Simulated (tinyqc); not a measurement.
Inside a calculation. Method: Pariser-Parr-Pople SCF with singles CI, for the molecule Nc1nc2nccnc2[nH]1 (SMILES; centres numbered as the heavy atoms are written). One step of it, computed by the program tinyqc.

Problem. Singles CI, singlets. Over the 9 single excitations with the smallest orbital gaps: A = (e_a - e_i) delta + 2 (ia|jb) - (ij|ab), with (pq|rs) = sum c_mp c_mq gamma_mn c_nr c_ns. f = 2/3 w |mu|^2 in atomic units, mu = sqrt2 sum c_ia sum_m c_mi c_ma R_m.

orbital energies (eV): -15.464773  -13.541095  -12.321806  -11.261239  -10.171787  -8.857333  -1.632978  -0.124582  0.671020  2.674525

coefficients:
```
          MO1        MO2        MO3        MO4        MO5        MO6        MO7        MO8
1N   0.233667  -0.370897   0.173263   0.651400  -0.054784   0.501816  -0.194280  -0.130087
2C   0.436629  -0.406764   0.111242   0.151134   0.010827  -0.285885   0.385642   0.304324
3N   0.333094  -0.138906   0.370197  -0.165655   0.497616  -0.389665  -0.150053  -0.029377
4C   0.314168   0.196434   0.315260  -0.294318   0.225237   0.289676  -0.244790  -0.291639
5N   0.203707   0.352652   0.485997  -0.107172  -0.382801   0.197842   0.486126  -0.161770
6C   0.123970   0.341137   0.249911   0.208564  -0.396508  -0.258761  -0.291143   0.520466
7C   0.139201   0.363688  -0.084891   0.403561  -0.021684  -0.384187  -0.342067  -0.393387
8N   0.257961   0.414743  -0.370725   0.324508   0.358761   0.004006   0.478509  -0.061531
9C   0.390180   0.217915  -0.303234  -0.179646   0.144806   0.399833  -0.238979   0.500178
10N  0.500075  -0.215850  -0.431193  -0.288701  -0.494595  -0.130838  -0.083205  -0.314285

           MO9       MO10
1N   -0.208281  -0.024999
2C    0.528663   0.077572
3N   -0.470926  -0.246284
4C    0.329100   0.537377
5N   -0.061377  -0.366779
6C   -0.224484   0.363434
7C    0.384775  -0.332267
8N   -0.270112   0.290274
9C    0.121298  -0.416186
10N  -0.239104   0.097188
```

repulsion gamma_rs (eV), lower triangle:
```
            1N         2C         3N         4C         5N         6C         7C         8N
1N   16.800000
2C    5.923040  11.130000
3N    4.132195   5.476136  12.300000
4C    3.093780   4.045290   5.475619  11.130000
5N    2.416861   2.953394   3.861866   5.477679  12.300000
6C    2.041937   2.429519   2.873588   3.872154   5.475875  11.130000
7C    2.041937   2.429519   2.661934   3.517359   3.940448   5.345539  11.130000
8N    2.416861   2.953394   3.024696   3.940988   3.626473   3.940448   5.475875  12.300000
9C    3.093780   4.045290   4.120045   5.345539   3.940988   3.517359   3.872154   5.477679
10N   4.295580   5.922155   4.422949   4.367523   3.144264   2.763090   2.991827   4.058937

            9C        10N
9C   11.130000
10N   5.921551  16.800000
```

Centres (angstrom, eV; a flat drawing with bonds scaled to 1.40 angstrom):
```
centre          x          y  core charge z          W   gamma_rr
1N      -3.445000   0.000000              2  25.600000  16.800000
2C      -2.045000   0.000000              1  11.160000  11.130000
3N      -1.222000  -1.133000              1  14.100000  12.300000
4C       0.110000  -0.700000              1  11.160000  11.130000
5N       1.322000  -1.400000              1  14.100000  12.300000
6C       2.535000  -0.700000              1  11.160000  11.130000
7C       2.535000   0.700000              1  11.160000  11.130000
8N       1.322000   1.400000              1  14.100000  12.300000
9C       0.110000   0.700000              1  11.160000  11.130000
10N     -1.222000   1.133000              2  25.600000  16.800000
```

Give: singlet CI matrix; singlet excitation energies; oscillator strengths.

Solution.

singlet CI matrix (eV), lower triangle:
```
        6>7     5>7     6>8     6>9     4>7     5>8     3>7    5>9
6>7   4.432
5>7  -0.063   5.352
6>8   0.018   0.411   5.742
6>9  -0.013  -0.243  -0.178   6.442
4>7   0.112   0.054   0.039  -0.039   6.693
5>8  -0.479  -0.045   0.224   0.035   0.347   6.755
3>7   0.158  -0.474  -0.065   0.008  -0.059  -0.013   7.291
5>9   0.206   0.095   0.086  -0.131  -0.142   0.038  -0.078  7.463
4>8  -0.307  -0.279   0.085  -0.027   0.058  -0.067   0.107  0.147

       4>8
4>8  7.950
```

singlet excitation energies (eV): 4.256  4.998  5.798  6.433  6.551  7.084  7.363  7.584  8.054

oscillator strengths: 0.641  0.046  0.527  0.264  0.219  0.493  0.405  0.364  0.171
